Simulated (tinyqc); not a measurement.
## Six-transistor SRAM cell, nodal equations and margins: effect of the gain factor of the pull-up transistor

Two cross-coupled inverters (pull-down bn, pull-up bp) hold the nodes Q and QB; access transistors (ba, threshold VTn, gate on the word line at Vdd when selected) join them to the bit lines. Transistor (EKV form, voltages against the body): I = 2 n b Vt^2 [F(vp - Vs) - F(vp - Vd)] from drain to source, F(v) = ln^2(1 + exp(v/(2 Vt))), vp = (Vg - VT + sg |Vd - Vs|)/n. n-channel bodies are at 0; for the p-channel device all voltages are counted down from Vdd. b in uA/V^2 gives I in uA. For an access transistor the bit line is the drain and the node the source. In a read both bit lines are at Vdd. The cell is symmetric (no mismatch).

f(x) is the node voltage of one half-cell for input x: In = Ip in hold, In = Ip + Ia in a read. Static noise margin: side of the largest square between the curve (x, f(x)) and its mirror image (f(y), y); with h(c) the root x of f(x) - x = c, it is the maximum over c > 0 of h(c) - h(-c) + c. Q is the low node in a read and Iread the current of its access transistor. The write trip is the voltage to which the bit line of the high node must fall (the other staying at Vdd) for that state to vanish; higher is easier, and a negative value means that a grounded bit line does not write.

Inputs (values chosen for the exercise): temperature T = 400 K; supply voltage Vdd = 0.4 V; slope factor n = 1.3; drain-induced barrier lowering sg = 0.1; n-channel threshold VTn = 0.42 V; p-channel threshold (magnitude) VTp = 0.34 V; gain factor of the pull-down transistor bn = 320 uA/V^2; gain factor of the access transistor ba = 210 uA/V^2.

Constants: q = 1.602176634e-19 C, kB = 1.380649e-23 J/K, Vt = kB T/q. Results are converted to the units shown.

Effect of the gain factor of the pull-up transistor:
```
bp (uA/V^2),hold margin (mV),read margin (mV),Q in a read (mV),Iread (uA),write trip (mV)
53,140.3,76.57,34.29,0.1956,73.31
76,140.3,81.66,34.28,0.1956,59.63
110,139.1,86.54,34.27,0.1956,45.22
160,136.8,91.00,34.28,0.1956,30.12
220,134.1,94.25,34.30,0.1955,16.80
320,130.0,97.27,34.34,0.1953,0.4522
```

As bp goes from 53 to 320 uA/V^2, the read margin rises from 76.6 to 97.3 mV, the write trip falls from 73.3 to 0.452 mV and Iread stays near 0.196 uA. The read margin is 0.55 of the hold margin in the first row and 0.75 in the last. Read stability and write ability pull in opposite directions. In every row the read margin is under 100 mV, which threshold mismatch, left out here, can use up in a large array.

tinyqc, about 0.2 s, one thread, Intel Xeon 2.30GHz (shared host): `OMP_NUM_THREADS=1 python tinyqc.py 2340121 2340122 out.jsonl`
